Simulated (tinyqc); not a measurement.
## Gated graphene, quantum capacitance: effect of the gate voltage

phi is the Fermi level above the Dirac point, in volts; Vg is counted from the gate voltage of charge neutrality. Ideal linear bands, no charge puddles.

N0 = (2/pi)(kB T/(hbar vF))^2; n = N0 F1(phi/Vt), p = N0 F1(-phi/Vt), F1(e) = int_0^infinity u du/(1 + exp(u - e)) = -Li2(-exp(e)); Cq = q d(n - p)/dphi = (q N0/Vt) ln[2 (1 + cosh(phi/Vt))]. Cox = eps0 eox/tox; Vg = phi + q (n - p + Dit phi)/Cox. 1/C_G = 1/Cox + 1/(Cq + q Dit); dphi/dVg = Cox/(Cox + Cq + q Dit).

Inputs (values chosen for the exercise); values close to those of graphene:
- T = 300 K (temperature)
- eox = 3.9 (relative permittivity of the gate insulator (close to silicon dioxide))
- tox = 5.6 nm (insulator thickness)
- vF = 9.84e5 m/s (Fermi velocity)
- Dit = 0 cm^-2 eV^-1 (density of traps)

Constants: q = 1.602176634e-19 C, kB = 1.380649e-23 J/K, hbar = 1.054571817e-34 J s, Vt = kB T/q, eps0 = 8.8541878128e-14 F/cm where lengths are in cm. Results are converted to the units shown.

The same in every row: Cox (uF/cm^2) = 0.61663.

Result of one run:
```
phi (V),n - p (cm^-2),Cq (uF/cm^2),C_G (uF/cm^2),dphi/dVg,n + p (cm^-2)
0.10600,1.0161e12,2.5980,0.49835,0.19182,1.0194e12
```

Which gate voltage Vg gave this result: 0.03, 0.37, 0.7 or 1.03 V?

Vg = 0.37 V.

The whole series:
```
Vg (V),phi (V),n - p (cm^-2),Cq (uF/cm^2),C_G (uF/cm^2),dphi/dVg,n + p (cm^-2)
-0.3,-0.091843,-8.0113e11,2.2687,0.48485,0.21372,8.0690e11
-0.13,-0.048362,-3.1420e11,1.3560,0.42388,0.31259,3.4431e11
0.03,0.012334,6.7993e10,0.90684,0.36705,0.40476,1.7838e11
0.2,0.068318,5.0681e11,1.7476,0.45580,0.26082,5.2099e11
0.37,0.10600,1.0161e12,2.5980,0.49835,0.19182,1.0194e12
0.53,0.13383,1.5247e12,3.2611,0.51858,0.15902,1.5259e12
0.7,0.15891,2.0825e12,3.8665,0.53182,0.13755,2.0829e12
0.87,0.18097,2.6519e12,4.4015,0.54086,0.12288,2.6520e12
1.03,0.19978,3.1953e12,4.8581,0.54718,0.11263,3.1954e12
1.2,0.21818,3.7788e12,5.3052,0.55242,0.10413,3.7788e12
```

As Vg goes from -0.3 to 1.2, Cq goes from 2.27 through a minimum of 0.907 (at Vg = 0.03 among the rows listed) to 5.31 uF/cm^2, C_G/Cox goes from 0.786 through a minimum of 0.595 (at Vg = 0.03 among the rows listed) to 0.896 and n - p rises from -8.01e11 to 3.78e12 cm^-2. Cq exceeds Cox in every row, so the insulator is the tighter limit, though Cq still cuts C_G by up to 40 %. At neutrality Cq is (q N0/Vt) ln 4 = 0.871 uF/cm^2, and far from it Cq grows as |phi|.

tinyqc, about 0.01 s, one thread, Intel Xeon 2.30GHz (shared host): `OMP_NUM_THREADS=1 python tinyqc.py 2200140 2200141 out.jsonl`
